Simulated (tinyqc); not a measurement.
Electron mobility of a polar semiconductor by Rode's iterative solution of the Boltzmann equation: one step, computed by the program tinyqc.

The distribution is f(E) + e F l(E) (-df/dE) cos(theta) for a weak field F, theta counted from the force; l(E) is a mean free path. Elastic processes enter by their momentum rate, polar optical phonons by out- and in-scattering terms. One valley only: where upper valleys lie close, measured mobilities are lower. The density n is prescribed, even where a narrow-gap material would have more intrinsic carriers.

Problem. The first two iterations on one ladder of the grid. Iteration: l_new(E) = [v(E) + c+ l(E + hbar w) + c- l(E - hbar w)]/(nu + S_o), from l = 0.

Inputs (values chosen for the exercise, modelled on GaSb): temperature T = 400 K.

Band: Kane. Elastic processes: acoustic, impurity.

Points j = s/2, s/2 + s, ... (the first seven rungs, or as many as the grid holds), rates in 1e12/s:
```
E (meV)   v (m/s)        nu       S_o        c+        c-
16.875   370278.7  13.46523  2.885913  1.167066  0.000000
46.875   587285.9   5.99688  3.458540  1.230068  0.481783
76.875   718313.7   3.90271  3.604102  1.109668  0.953132
106.875  811472.6   2.97649  3.799121  1.020963  1.315540
136.875  882306.0   2.48627  4.002145  0.978753  1.594537
166.875  938304.9   2.20573  4.141516  0.964648  1.781221
196.875  983759.1   2.04264  4.221661  0.963966  1.899040
```

Give: l after iteration 1; l after iteration 2 (all rungs but the last shown).

Solution.

l after iteration 1 (nm): [22.6, 62.1, 95.7, 119.8, 136.0, 147.8, 157.0]

l after iteration 2 (all rungs but the last shown) (nm): [27.1, 75.7, 121.3, 158.8, 187.7, 209.9]

In-scattering lengthens l on the lowest rung by 19.6 % and on the second by 21.9 % in this step. Caution: the gas is degenerate, and screening of the polar coupling, left out here, would raise the mobility.
